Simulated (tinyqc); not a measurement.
Inside a calculation. Method: tight binding, kagome lattice. One step of it, computed by the program tinyqc.

Problem. Levels at K. Diagonalise the Hermitian matrix.

H(k) at K (eV):
```
,A,B,C
A,0.000000,-0.325000+0.666840i,-0.325000-0.666840i
B,-0.325000-0.666840i,0.000000,-0.325000+0.666840i
C,-0.325000+0.666840i,-0.325000-0.666840i,0.230000
```

Give: eigenvalues; weights |c|^2 of the basis functions.

Solution.

eigenvalues (eV): -0.7825  -0.5497  1.5621

weights |c|^2 of the basis functions:
```
,band 1,band 2,band 3
A,0.4433,0.2476,0.3091
B,0.4433,0.2476,0.3091
C,0.1135,0.5048,0.3817
```
